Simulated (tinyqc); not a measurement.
Inside a calculation (part 1 of 2). Method: CIS on RHF in the sto-6g basis, frozen core, for BeH2, spin multiplicity 1. Computed by tinyqc, a small Python program that keeps every step (integrals from PySCF). Settings: charge = 0, multiplicity = 1, basis = sto-6g, method = RHF, frozen orbitals = 1, energy threshold = 1e-10, iteration cap = 57, orthogonalisation = symmetric, start = atomic densities, DIIS depth = 6. Command: `OMP_NUM_THREADS=1 python tinyqc.py 23386 23387 out.jsonl` (the two numbers bound the seeds that draw the settings). One thread of a shared host (Intel(R) Xeon(R) Processor @ 2.60GHz), about 0.2 s of CPU time with the checks. The early iterations of the SCF are left out here.

## One-electron integrals

Geometry (angstrom):
```
atom        x         y        z
Be    0.00000   0.00000  0.00000
H     0.00000   1.30400  0.15300
H     0.00000  -1.30400  0.15300
```

Basis sto-6g: exponents (1/bohr^2) and contraction coefficients of normalised primitives:
```
element  l (shell)   exponent  coefficient
Be           s (1)  312.87049      0.00916
Be           s (1)   57.36446      0.04936
Be           s (1)   16.04851      0.16854
Be           s (1)    5.51310      0.37056
Be           s (1)    2.14090      0.41649
Be           s (1)    0.88174      0.13033
Be           s (2)   13.63325     -0.01325
Be           s (2)    2.69838     -0.04699
Be           s (2)    0.83865     -0.03379
Be           s (2)    0.32266      0.25024
Be           s (2)    0.14013      0.59512
Be           s (2)    0.06423      0.24071
Be           p (3)   13.63325      0.00376
Be           p (3)    2.69838      0.03768
Be           p (3)    0.83865      0.17390
Be           p (3)    0.32266      0.41804
Be           p (3)    0.14013      0.42586
Be           p (3)    0.06423      0.10171
H            s (1)   35.52322      0.00916
H            s (1)    6.51314      0.04936
H            s (1)    1.82214      0.16854
H            s (1)    0.62596      0.37056
H            s (1)    0.24308      0.41649
H            s (1)    0.10011      0.13033
```

Overlap, kinetic and nuclear-attraction integrals over the contracted functions; the nuclear repulsion is the sum of Za Zb / Rab.

nuclear repulsion = 3.4272729 hartree

overlap S, order 1Be 1s, 1Be 2s, 1Be 2px, 1Be 2py, 1Be 2pz, 2H 1s, 3H 1s:
$$\begin{pmatrix}
1.00000 & 0.25476 & 0.00000 & 0.00000 & 0.00000 & 0.07651 & 0.07651 \\
0.25476 & 1.00000 & 0.00000 & 0.00000 & 0.00000 & 0.47162 & 0.47162 \\
0.00000 & 0.00000 & 1.00000 & 0.00000 & 0.00000 & 0.00000 & 0.00000 \\
0.00000 & 0.00000 & 0.00000 & 1.00000 & 0.00000 & 0.52892 & -0.52892 \\
0.00000 & 0.00000 & 0.00000 & 0.00000 & 1.00000 & 0.06206 & 0.06206 \\
0.07651 & 0.47162 & 0.00000 & 0.52892 & 0.06206 & 1.00000 & 0.04339 \\
0.07651 & 0.47162 & 0.00000 & -0.52892 & 0.06206 & 0.04339 & 1.00000
\end{pmatrix}$$

kinetic energy T (hartree), order 1Be 1s, 1Be 2s, 1Be 2px, 1Be 2py, 1Be 2pz, 2H 1s, 3H 1s:
$$\begin{pmatrix}
6.76875 & -0.20738 & 0.00000 & 0.00000 & 0.00000 & -0.01377 & -0.01377 \\
-0.20738 & 0.22012 & 0.00000 & 0.00000 & 0.00000 & 0.07319 & 0.07319 \\
0.00000 & 0.00000 & 0.66127 & 0.00000 & 0.00000 & 0.00000 & 0.00000 \\
0.00000 & 0.00000 & 0.00000 & 0.66127 & 0.00000 & 0.20057 & -0.20057 \\
0.00000 & 0.00000 & 0.00000 & 0.00000 & 0.66127 & 0.02353 & 0.02353 \\
-0.01377 & 0.07319 & 0.00000 & 0.20057 & 0.02353 & 0.76852 & -0.00908 \\
-0.01377 & 0.07319 & 0.00000 & -0.20057 & 0.02353 & -0.00908 & 0.76852
\end{pmatrix}$$

nuclear attraction V (hartree), order 1Be 1s, 1Be 2s, 1Be 2px, 1Be 2py, 1Be 2pz, 2H 1s, 3H 1s:
$$\begin{pmatrix}
-15.52088 & -1.85607 & 0.00000 & 0.00000 & -0.00460 & -0.61286 & -0.61286 \\
-1.85607 & -3.04947 & 0.00000 & 0.00000 & -0.03530 & -1.41077 & -1.41077 \\
0.00000 & 0.00000 & -2.97005 & 0.00000 & 0.00000 & 0.00000 & 0.00000 \\
0.00000 & 0.00000 & 0.00000 & -3.20477 & 0.00000 & -1.55356 & 1.55356 \\
-0.00460 & -0.03530 & 0.00000 & 0.00000 & -2.97328 & -0.18672 & -0.18672 \\
-0.61286 & -1.41077 & 0.00000 & -1.55356 & -0.18672 & -3.04066 & -0.14653 \\
-0.61286 & -1.41077 & 0.00000 & 1.55356 & -0.18672 & -0.14653 & -3.04066
\end{pmatrix}$$

core Hamiltonian H = T + V (hartree), order 1Be 1s, 1Be 2s, 1Be 2px, 1Be 2py, 1Be 2pz, 2H 1s, 3H 1s:
$$\begin{pmatrix}
-8.75213 & -2.06346 & 0.00000 & 0.00000 & -0.00460 & -0.62663 & -0.62663 \\
-2.06346 & -2.82935 & 0.00000 & 0.00000 & -0.03530 & -1.33758 & -1.33758 \\
0.00000 & 0.00000 & -2.30878 & 0.00000 & 0.00000 & 0.00000 & 0.00000 \\
0.00000 & 0.00000 & 0.00000 & -2.54351 & 0.00000 & -1.35299 & 1.35299 \\
-0.00460 & -0.03530 & 0.00000 & 0.00000 & -2.31201 & -0.16319 & -0.16319 \\
-0.62663 & -1.33758 & 0.00000 & -1.35299 & -0.16319 & -2.27214 & -0.15561 \\
-0.62663 & -1.33758 & 0.00000 & 1.35299 & -0.16319 & -0.15561 & -2.27214
\end{pmatrix}$$

## Two-electron integrals

Functions are numbered as in S; the eight-fold symmetry (ij|kl) = (ji|kl) = (kl|ij) leaves the list below.

Two-electron integrals (ij|kl) in chemists' order, unique and non-zero (hartree):
```
(11|11) 2.30000    (21|11) 0.36188    (21|21) 0.07193    (22|11) 0.57033
(22|21) 0.13965    (22|22) 0.41777    (31|31) 0.01525    (32|31) 0.02255
(32|32) 0.09234    (33|11) 0.57033    (33|21) 0.13965    (33|22) 0.41777
(33|33) 0.45012    (41|41) 0.01525    (42|41) 0.02255    (42|42) 0.09234
(43|43) 0.02426    (44|11) 0.57033    (44|21) 0.13965    (44|22) 0.41777
(44|33) 0.40160    (44|44) 0.45012    (51|51) 0.01525    (52|51) 0.02255
(52|52) 0.09234    (53|53) 0.02426    (54|54) 0.02426    (55|11) 0.57033
(55|21) 0.13965    (55|22) 0.41777    (55|33) 0.40160    (55|44) 0.40160
(55|55) 0.45012    (61|11) 0.11252    (61|21) 0.02167    (61|22) 0.04175
(61|33) 0.04141    (61|41) 0.00212    (61|42) 0.00406    (61|44) 0.04242
(61|51) 0.00025    (61|52) 0.00048    (61|54) 0.00012    (61|55) 0.04143
(61|61) 0.00691    (62|11) 0.23439    (62|21) 0.05809    (62|22) 0.18514
(62|33) 0.17859    (62|41) 0.00808    (62|42) 0.04485    (62|44) 0.19798
(62|51) 0.00095    (62|52) 0.00526    (62|54) 0.00227    (62|55) 0.17886
(62|61) 0.01921    (62|62) 0.11589    (63|31) 0.00604    (63|32) 0.02637
(63|43) 0.00810    (63|53) 0.00095    (63|63) 0.01164    (64|11) 0.23879
(64|21) 0.06002    (64|22) 0.20017    (64|33) 0.18847    (64|41) 0.01320
(64|42) 0.07022    (64|44) 0.22332    (64|51) 0.00084    (64|52) 0.00515
(64|54) 0.00314    (64|55) 0.18873    (64|61) 0.02096    (64|62) 0.14337
(64|64) 0.18482    (65|11) 0.02802    (65|21) 0.00704    (65|22) 0.02349
(65|33) 0.02211    (65|41) 0.00084    (65|42) 0.00515    (65|44) 0.02430
(65|51) 0.00614    (65|52) 0.02697    (65|54) 0.00836    (65|55) 0.02404
(65|61) 0.00246    (65|62) 0.01682    (65|64) 0.02032    (65|65) 0.01402
(66|11) 0.39888    (66|21) 0.10095    (66|22) 0.35613    (66|33) 0.33046
(66|41) 0.01770    (66|42) 0.12179    (66|44) 0.40642    (66|51) 0.00208
(66|52) 0.01429    (66|54) 0.00891    (66|55) 0.33151    (66|61) 0.03479
(66|62) 0.27545    (66|64) 0.36361    (66|65) 0.04266    (66|66) 0.77500
(71|11) 0.11252    (71|21) 0.02167    (71|22) 0.04175    (71|33) 0.04141
(71|41) -0.00212   (71|42) -0.00406   (71|44) 0.04242    (71|51) 0.00025
(71|52) 0.00048    (71|54) -0.00012   (71|55) 0.04143    (71|61) 0.00627
(71|62) 0.01601    (71|64) 0.01578    (71|65) 0.00206    (71|66) 0.02725
(71|71) 0.00691    (72|11) 0.23439    (72|21) 0.05809    (72|22) 0.18514
(72|33) 0.17859    (72|41) -0.00808   (72|42) -0.04485   (72|44) 0.19798
(72|51) 0.00095    (72|52) 0.00526    (72|54) -0.00227   (72|55) 0.17886
(72|61) 0.01601    (72|62) 0.06453    (72|64) 0.06249    (72|65) 0.00921
(72|66) 0.11462    (72|71) 0.01921    (72|72) 0.11589    (73|31) 0.00604
(73|32) 0.02637    (73|43) -0.00810   (73|53) 0.00095    (73|63) 0.00535
(73|73) 0.01164    (74|11) -0.23879   (74|21) -0.06002   (74|22) -0.20017
(74|33) -0.18847   (74|41) 0.01320    (74|42) 0.07022    (74|44) -0.22332
(74|51) -0.00084   (74|52) -0.00515   (74|54) 0.00314    (74|55) -0.18873
(74|61) -0.01578   (74|62) -0.06249   (74|64) -0.05703   (74|65) -0.00877
(74|66) -0.10787   (74|71) -0.02096   (74|72) -0.14337   (74|74) 0.18482
(75|11) 0.02802    (75|21) 0.00704    (75|22) 0.02349    (75|33) 0.02211
(75|41) -0.00084   (75|42) -0.00515   (75|44) 0.02430    (75|51) 0.00614
(75|52) 0.02697    (75|54) -0.00836   (75|55) 0.02404    (75|61) 0.00206
(75|62) 0.00921    (75|64) 0.00877    (75|65) 0.00663    (75|66) 0.01680
(75|71) 0.00246    (75|72) 0.01682    (75|74) -0.02032   (75|75) 0.01402
(76|11) 0.02628    (76|21) 0.00633    (76|22) 0.01855    (76|33) 0.01819
(76|44) 0.01920    (76|51) 0.00019    (76|52) 0.00089    (76|55) 0.01825
(76|61) 0.00191    (76|62) 0.00858    (76|64) 0.00948    (76|65) 0.00135
(76|66) 0.01730    (76|71) 0.00191    (76|72) 0.00858    (76|74) -0.00948
(76|75) 0.00135    (76|76) 0.00085    (77|11) 0.39888    (77|21) 0.10095
(77|22) 0.35613    (77|33) 0.33046    (77|41) -0.01770   (77|42) -0.12179
(77|44) 0.40642    (77|51) 0.00208    (77|52) 0.01429    (77|54) -0.00891
(77|55) 0.33151    (77|61) 0.02725    (77|62) 0.11462    (77|64) 0.10787
(77|65) 0.01680    (77|66) 0.20283    (77|71) 0.03479    (77|72) 0.27545
(77|74) -0.36361   (77|75) 0.04266    (77|76) 0.01730    (77|77) 0.77500
```

## Orthogonalisation

S = U s U^T; symmetric (Loewdin) form X = U s^(-1/2) U^T, so that X^T S X = 1.

eigenvalues of S: [0.22998, 0.33046, 0.92229, 1.00000, 1.01235, 1.72663, 1.77829]

X, order 1Be 1s, 1Be 2s, 1Be 2px, 1Be 2py, 1Be 2pz, 2H 1s, 3H 1s:
$$\begin{pmatrix}
1.02694 & -0.14779 & 0.00000 & 0.00000 & -0.00193 & 0.01373 & 0.01373 \\
-0.14779 & 1.27544 & 0.00000 & 0.00000 & 0.03239 & -0.32910 & -0.32910 \\
0.00000 & 0.00000 & 1.00000 & 0.00000 & 0.00000 & 0.00000 & 0.00000 \\
0.00000 & 0.00000 & 0.00000 & 1.40393 & 0.00000 & -0.46798 & 0.46798 \\
-0.00193 & 0.03239 & 0.00000 & 0.00000 & 1.00420 & -0.04279 & -0.04279 \\
0.01373 & -0.32910 & 0.00000 & -0.46798 & -0.04279 & 1.33018 & -0.11214 \\
0.01373 & -0.32910 & 0.00000 & 0.46798 & -0.04279 & -0.11214 & 1.33018
\end{pmatrix}$$

## Starting guess

The start is atomic minimal-basis densities projected into this basis (PySCF's MINAO start) and scaled to the electron count of each spin; this density is not idempotent, so its energy is not variational and may lie below the converged one.

D at the start, order 1Be 1s, 1Be 2s, 1Be 2px, 1Be 2py, 1Be 2pz, 2H 1s, 3H 1s:
$$\begin{pmatrix}
2.14982 & -0.51094 & 0.00000 & 0.00000 & 0.00243 & -0.02555 & -0.02555 \\
-0.51094 & 2.03288 & 0.00000 & 0.00000 & -0.00523 & 0.13372 & 0.13372 \\
0.00000 & 0.00000 & 0.00000 & 0.00000 & 0.00000 & 0.00000 & 0.00000 \\
0.00000 & 0.00000 & 0.00000 & 0.00380 & 0.00000 & 0.04052 & -0.04052 \\
0.00243 & -0.00523 & 0.00000 & 0.00000 & 0.00006 & 0.00431 & 0.00431 \\
-0.02555 & 0.13372 & 0.00000 & 0.04052 & 0.00431 & 0.87099 & 0.00638 \\
-0.02555 & 0.13372 & 0.00000 & -0.04052 & 0.00431 & 0.00638 & 0.87099
\end{pmatrix}$$

## Iteration 7 (converged): orbitals

converged F (hartree), order 1Be 1s, 1Be 2s, 1Be 2px, 1Be 2py, 1Be 2pz, 2H 1s, 3H 1s:
$$\begin{pmatrix}
-4.58742 & -1.24902 & 0.00000 & 0.00000 & 0.00232 & -0.38067 & -0.38067 \\
-1.24902 & -0.60711 & 0.00000 & 0.00000 & -0.02835 & -0.42510 & -0.42510 \\
0.00000 & 0.00000 & 0.20798 & 0.00000 & 0.00000 & 0.00000 & 0.00000 \\
0.00000 & 0.00000 & 0.00000 & -0.24544 & 0.00000 & -0.33659 & 0.33659 \\
0.00232 & -0.02835 & 0.00000 & 0.00000 & 0.20363 & -0.03212 & -0.03212 \\
-0.38067 & -0.42510 & 0.00000 & -0.33659 & -0.03212 & -0.32845 & -0.05811 \\
-0.38067 & -0.42510 & 0.00000 & 0.33659 & -0.03212 & -0.05811 & -0.32845
\end{pmatrix}$$

Diagonalise F' = X^T F X, C = X C', fill 3 alpha and 3 beta electrons from the bottom; D = 2 C_occ C_occ^T. Each column has its largest component positive (the first on a tie).

F' = X^T F X (hartree):
$$\begin{pmatrix}
-4.49027 & -0.64628 & 0.00000 & 0.00000 & 0.00357 & -0.07211 & -0.07211 \\
-0.64628 & -0.06176 & 0.00000 & 0.00000 & 0.01319 & -0.34465 & -0.34465 \\
0.00000 & 0.00000 & 0.20798 & 0.00000 & 0.00000 & 0.00000 & 0.00000 \\
0.00000 & 0.00000 & 0.00000 & 0.28239 & 0.00000 & -0.48527 & 0.48527 \\
0.00357 & 0.01319 & 0.00000 & 0.00000 & 0.20933 & -0.04072 & -0.04072 \\
-0.07211 & -0.34465 & 0.00000 & -0.48527 & -0.04072 & 0.10835 & -0.13051 \\
-0.07211 & -0.34465 & 0.00000 & 0.48527 & -0.04072 & -0.13051 & 0.10835
\end{pmatrix}$$

orbital energies (hartree): MO1 -4.58904, MO2 -0.46253, MO3 -0.42599, MO4 0.20225, MO5 0.20798, MO6 0.48447, MO7 0.94725

coefficients C, order 1Be 1s, 1Be 2s, 1Be 2px, 1Be 2py, 1Be 2pz, 2H 1s, 3H 1s:
$$\begin{pmatrix}
0.99460 & -0.21595 & 0.00000 & 0.04487 & 0.00000 & -0.19735 & 0.00000 \\
0.02155 & 0.54453 & 0.00000 & -0.21497 & 0.00000 & 1.23412 & 0.00000 \\
0.00000 & 0.00000 & 0.00000 & 0.00000 & 1.00000 & 0.00000 & 0.00000 \\
0.00000 & 0.00000 & 0.50153 & 0.00000 & 0.00000 & 0.00000 & 1.46884 \\
-0.00016 & 0.02801 & 0.00000 & 0.97694 & 0.00000 & 0.24069 & 0.00000 \\
-0.00182 & 0.39805 & 0.40688 & 0.08447 & 0.00000 & -0.82858 & -1.04575 \\
-0.00182 & 0.39805 & -0.40688 & 0.08447 & 0.00000 & -0.82858 & 1.04575
\end{pmatrix}$$

D after iteration 7, order 1Be 1s, 1Be 2s, 1Be 2px, 1Be 2py, 1Be 2pz, 2H 1s, 3H 1s:
$$\begin{pmatrix}
2.07175 & -0.19232 & 0.00000 & 0.00000 & -0.01242 & -0.17555 & -0.17555 \\
-0.19232 & 0.59396 & 0.00000 & 0.00000 & 0.03050 & 0.43342 & 0.43342 \\
0.00000 & 0.00000 & 0.00000 & 0.00000 & 0.00000 & 0.00000 & 0.00000 \\
0.00000 & 0.00000 & 0.00000 & 0.50307 & 0.00000 & 0.40813 & -0.40813 \\
-0.01242 & 0.03050 & 0.00000 & 0.00000 & 0.00157 & 0.02230 & 0.02230 \\
-0.17555 & 0.43342 & 0.00000 & 0.40813 & 0.02230 & 0.64798 & -0.01421 \\
-0.17555 & 0.43342 & 0.00000 & -0.40813 & 0.02230 & -0.01421 & 0.64798
\end{pmatrix}$$

## Convergence

Stop when the energy changes by less than 1e-10 hartree and every element of the error matrix X^T (F D S - S D F) X is below 3e-06.

Course of the cycle:
```
iteration  E (hartree)     change  largest element of the error matrix
1          -15.5896372          -                             4.08e-01
2          -15.7090026  -1.19e-01                             9.93e-02
3          -15.7230792  -1.41e-02                             1.56e-02
4          -15.7236278  -5.49e-04                             8.91e-04
5          -15.7236303  -2.44e-06                             1.92e-04
6          -15.7236304  -1.10e-07                             3.11e-06
7          -15.7236304  -1.61e-11                             2.55e-07
```

PySCF RHF in the same basis = -15.7236304 hartree

Converged in 7 iterations.

## Populations, bond orders and dipole

Mulliken: Z minus the diagonal of D S on the atom; Loewdin: the same with S^(1/2) D S^(1/2); Mayer order: 2 sum_s sum (D(s) S)_ij (D(s) S)_ji over the two atoms.

Charges (e):
```
atom  Mulliken   Loewdin
1Be    0.11119   0.08500
2H    -0.05559  -0.04250
3H    -0.05559  -0.04250
```

Mayer bond orders:
```
pair    order
2-1   0.99682
3-1   0.99682
3-2   0.00009
```

dipole moment about the origin, x y z (debye): [0.00000, 0.00000, -0.54745]

## Integrals over molecular orbitals

(pq|rs) = sum C_ip C_jq C_kr C_ls (ij|kl), one index at a time.

one-electron integrals over orbitals h = C^T H C (hartree):
$$\begin{pmatrix}
-8.74296 & 0.22518 & 0.00000 & -0.05293 & 0.00000 & 0.19638 & 0.00000 \\
0.22518 & -2.48544 & 0.00000 & 0.00434 & 0.00000 & -0.17908 & 0.00000 \\
0.00000 & 0.00000 & -2.44494 & 0.00000 & 0.00000 & 0.00000 & -0.27056 \\
-0.05293 & 0.00434 & 0.00000 & -2.30161 & 0.00000 & -0.04772 & 0.00000 \\
0.00000 & 0.00000 & 0.00000 & 0.00000 & -2.30878 & 0.00000 & 0.00000 \\
0.19638 & -0.17908 & 0.00000 & -0.04772 & 0.00000 & -1.94164 & 0.00000 \\
0.00000 & 0.00000 & -0.27056 & 0.00000 & 0.00000 & 0.00000 & -1.80384
\end{pmatrix}$$

Two-electron integrals over orbitals (pq|rs), unique and non-zero (hartree); the lowest 1 orbital is frozen and left out:
```
(22|22) 0.40201    (32|32) 0.16524    (33|22) 0.41485    (33|33) 0.43745
(42|22) 0.01174    (42|33) 0.01073    (42|42) 0.04876    (43|32) 0.01101
(43|43) 0.01599    (44|22) 0.36735    (44|33) 0.35725    (44|42) -0.02378
(44|44) 0.45448    (52|52) 0.04901    (53|53) 0.01480    (54|52) -0.00890
(54|54) 0.02575    (55|22) 0.37001    (55|33) 0.35825    (55|42) -0.00697
(55|44) 0.40098    (55|55) 0.45012    (62|22) -0.02405   (62|33) -0.04671
(62|42) -0.00252   (62|44) 0.04681    (62|55) 0.05139    (62|62) 0.07791
(63|32) -0.09397   (63|43) -0.00897   (63|63) 0.08157    (64|22) 0.00439
(64|33) -0.00179   (64|42) 0.04105    (64|44) -0.00621   (64|55) 0.00490
(64|62) 0.01858    (64|64) 0.04523    (65|52) 0.04669    (65|54) -0.00636
(65|65) 0.05032    (66|22) 0.40315    (66|33) 0.41180    (66|42) 0.02514
(66|44) 0.36419    (66|55) 0.37142    (66|62) -0.02878   (66|64) 0.01599
(66|66) 0.42380    (72|32) -0.04630   (72|43) -0.01132   (72|63) 0.06080
(72|72) 0.05745    (73|22) -0.00868   (73|33) -0.02254   (73|42) -0.01653
(73|44) 0.05829    (73|55) 0.05768    (73|62) 0.07129    (73|64) 0.00598
(73|66) -0.02723   (73|73) 0.08279    (74|32) -0.02800   (74|43) 0.01215
(74|63) 0.01588    (74|72) 0.00390    (74|74) 0.02184    (75|53) 0.01370
(75|75) 0.01634    (76|32) 0.14028    (76|43) 0.01241    (76|63) -0.09267
(76|72) -0.05681   (76|74) -0.02362   (76|76) 0.13557    (77|22) 0.42989
(77|33) 0.44885    (77|42) 0.00188    (77|44) 0.39353    (77|55) 0.39148
(77|62) -0.03744   (77|64) -0.00743   (77|66) 0.43718    (77|73) -0.01241
(77|77) 0.49024
```

## CIS matrix, singlets

A(ia,jb) = (e_a - e_i) d_ij d_ab + 2 (ia|jb) - (ij|ab).

CIS matrix A, singlet (hartree), order 2>4, 2>5, 2>6, 2>7, 3>4, 3>5, 3>6, 3>7:
$$\begin{pmatrix}
0.39496 & 0.00000 & -0.00942 & 0.00000 & 0.00000 & 0.00000 & 0.00000 & -0.00507 \\
0.00000 & 0.39852 & 0.00000 & 0.00000 & 0.00000 & 0.00000 & 0.00000 & 0.00000 \\
-0.00942 & 0.00000 & 0.69968 & 0.00000 & 0.00000 & 0.00000 & 0.00000 & 0.00229 \\
0.00000 & 0.00000 & 0.00000 & 1.09479 & 0.00536 & 0.00000 & -0.01868 & 0.00000 \\
0.00000 & 0.00000 & 0.00000 & 0.00536 & 0.30298 & 0.00000 & -0.01614 & 0.00000 \\
0.00000 & 0.00000 & 0.00000 & 0.00000 & 0.00000 & 0.30531 & 0.00000 & 0.00000 \\
0.00000 & 0.00000 & 0.00000 & -0.01868 & -0.01614 & 0.00000 & 0.66180 & 0.00000 \\
-0.00507 & 0.00000 & 0.00229 & 0.00000 & 0.00000 & 0.00000 & 0.00000 & 1.08998
\end{pmatrix}$$

## CIS singlet states

dipole integrals <i|r|a> (bohr), order 2>4, 2>5, 2>6, 2>7, 3>4, 3>5, 3>6, 3>7:
$$\begin{pmatrix}
0.00000 & 0.00000 & 0.95564 \\
0.96164 & 0.00000 & 0.00000 \\
0.00000 & 0.00000 & 0.06694 \\
0.00000 & -0.57257 & 0.00000 \\
0.00000 & 0.07812 & 0.00000 \\
0.00000 & 0.00000 & 0.00000 \\
0.00000 & -1.09179 & 0.00000 \\
0.00000 & 0.00000 & -0.22149
\end{pmatrix}$$

Diagonalise A (1 hartree = 27.211386 eV); each vector has its largest component positive (the first on a tie). The transition dipole is mu = sqrt2 sum c_ia <i|r|a>.

singlet excitation energies (eV): [8.22413, 8.30791, 10.73841, 10.84442, 18.00582, 19.04670, 29.66114, 29.81403]

lowest vectors, order 2>4, 2>5, 2>6, 2>7, 3>4, 3>5, 3>6, 3>7:
$$\begin{pmatrix}
0.00000 & 0.00000 & 0.99950 & 0.00000 & 0.00000 & -0.03077 \\
0.00000 & 0.00000 & 0.00000 & 1.00000 & 0.00000 & 0.00000 \\
0.00000 & 0.00000 & 0.03082 & 0.00000 & 0.00000 & 0.99951 \\
-0.00571 & 0.00000 & 0.00000 & 0.00000 & 0.04360 & 0.00000 \\
0.99899 & 0.00000 & 0.00000 & 0.00000 & -0.04425 & 0.00000 \\
0.00000 & 1.00000 & 0.00000 & 0.00000 & 0.00000 & 0.00000 \\
0.04454 & 0.00000 & 0.00000 & 0.00000 & 0.99807 & 0.00000 \\
0.00000 & 0.00000 & 0.00719 & 0.00000 & 0.00000 & -0.00626
\end{pmatrix}$$

oscillator strengths 2/3 w |mu|^2: [0.00043, 0.00000, 0.48052, 0.49138, 1.10298, 0.00141]

## CIS matrix, triplets

A(ia,jb) = (e_a - e_i) d_ij d_ab - (ij|ab).

CIS matrix A, triplet (hartree), order 2>4, 2>5, 2>6, 2>7, 3>4, 3>5, 3>6, 3>7:
$$\begin{pmatrix}
0.29743 & 0.00000 & -0.00439 & 0.00000 & 0.00000 & 0.00000 & 0.00000 & 0.02800 \\
0.00000 & 0.30050 & 0.00000 & 0.00000 & 0.00000 & 0.00000 & 0.00000 & 0.00000 \\
-0.00439 & 0.00000 & 0.54386 & 0.00000 & 0.00000 & 0.00000 & 0.00000 & -0.14028 \\
0.00000 & 0.00000 & 0.00000 & 0.97989 & 0.02800 & 0.00000 & -0.14028 & 0.00000 \\
0.00000 & 0.00000 & 0.00000 & 0.02800 & 0.27099 & 0.00000 & 0.00179 & 0.00000 \\
0.00000 & 0.00000 & 0.00000 & 0.00000 & 0.00000 & 0.27572 & 0.00000 & 0.00000 \\
0.00000 & 0.00000 & 0.00000 & -0.14028 & 0.00179 & 0.00000 & 0.49866 & 0.00000 \\
0.02800 & 0.00000 & -0.14028 & 0.00000 & 0.00000 & 0.00000 & 0.00000 & 0.92439
\end{pmatrix}$$
